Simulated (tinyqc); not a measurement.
# Reflectance at normal incidence against thickness

Normal incidence on air, film (n1) and substrate (N2 = n2 - i k2): r01 = (1 - n1)/(1 + n1), r12 = (n1 - N2)/(n1 + N2), amplitude (r01 + r12 X)/(1 + r01 r12 X), X = exp(-4 pi i n1 d/lam), R its squared modulus, phase from 0 to 360 degrees.

Values chosen for this exercise:
- lam = 546.1 nm (wavelength)
- n1 = 2.397 (index of the transparent film)
- n2 = 4.086 (index of the substrate)
- k2 = 0.031 (extinction coefficient of the substrate)

Results:

| d (nm) | R (%) | phase of the reflected amplitude (degrees) |
|---|---|---|
| 0 | 36.819 | 179.77 |
| 14 | 33.406 | 166.83 |
| 28 | 23.640 | 153.96 |
| 41 | 11.259 | 145.71 |
| 55 | 2.9641 | 171.46 |
| 69 | 8.2984 | 213.92 |
| 82 | 20.485 | 208.92 |
| 110 | 36.594 | 183.37 |

Estimate the missing row, d = 96 nm.

Computed row:

| d (nm) | R (%) | phase of the reflected amplitude (degrees) |
|---|---|---|
| 96 | 31.575 | 196.36 |

With this row back in the table: R goes from 36.8 through a minimum of 2.96 (at d = 55 nm among the rows listed) to 36.6 %. At a quarter wave, d = 57.0 nm, R = 2.85 %; for a transparent substrate it would vanish for n1 = sqrt(n2) = 2.02.

Program tinyqc, `OMP_NUM_THREADS=1 python tinyqc.py 2870201 2870202 out.jsonl`; Intel Xeon 2.30GHz, shared host, one thread, about 0.4 s.
